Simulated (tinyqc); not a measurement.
From results back to parameters: effective work function and flat-band voltage of a metal/high-k/SiO2/Si stack with a dipole layer. Four cases, with inputs chosen for the exercise.

Problem. Three stacks with (t1, t2) = (8, 20), (30, 20) and (8, 60) angstrom have the flat-band voltages below. VFB = W0 - (chi + dEF) - 4 pi e2 [Q1 EOT + Q2 x2]/3.9 with x2 = t2 3.9/eps2, EOT = t1 + x2, e2 = e^2/4 pi eps0, 1 cm^-2 = 1e-16 angstrom^-2; W0 is the work function with the dipole step.

Constants: e^2/(4 pi eps0) = 14.39964547 eV angstrom.

Find: Q1; Q2; W0.

Method. The first two stacks differ in t1 alone and give Q1; the first and third give Q1 + Q2; W0 follows from any of them.

Case 1.

Values chosen (out of a larger set: a stack on Si capped with a lanthanum-like oxide; not measured data): chi = 4.047 eV (electron affinity of the channel); dEF = 0.603 eV (Ec - EF in the channel); eps = (3.9, 24.5) (their dielectric constants).

VFB (V): -0.4457132  -0.3487419  -0.4208970

Solution.

Q1 = -9.5e+11 e/cm^2
Q2 = 1.1e+11 e/cm^2
W0 = 4.157 eV

Case 2.

Values chosen (out of a larger set: a stack on Si capped with an aluminium-like oxide; not measured data): chi = 4.046 eV (electron affinity of the channel); dEF = 0.289 eV (Ec - EF in the channel); eps = (3.9, 19.3) (their dielectric constants).

VFB (V): 0.2846631  0.2540405  0.2816628

Solution.

Q1 = 3.0e+11 e/cm^2
Q2 = -2.2e+11 e/cm^2
W0 = 4.632 eV

Case 3.

Values chosen (out of a larger set: a stack on Si capped with a titanium-like oxide; not measured data): chi = 4.043 eV (electron affinity of the channel); dEF = 0.355 eV (Ec - EF in the channel); eps = (3.9, 19.5) (their dielectric constants).

VFB (V): 0.2150036  0.0823060  0.1619245

Solution.

Q1 = 1.3e+12 e/cm^2
Q2 = 1.3e+11 e/cm^2
W0 = 4.688 eV

Case 4.

Values chosen (out of a larger set: a stack on Si capped with a titanium-like oxide; not measured data): chi = 4.047 eV (electron affinity of the channel); dEF = 0.867 eV (Ec - EF in the channel); eps = (3.9, 20.6) (their dielectric constants).

VFB (V): 0.2056159  0.1566198  0.2344275

Solution.

Q1 = 4.8e+11 e/cm^2
Q2 = -1.3e+12 e/cm^2
W0 = 5.123 eV

Computed by tinyqc, one run a case: `OMP_NUM_THREADS=1 python tinyqc.py N N+1 out.jsonl` with N = 1881059, 1881069, 1881107, 1881127; one thread of a shared Intel(R) Xeon(R) Processor @ 2.30GHz, about 0.01 s a run at most.
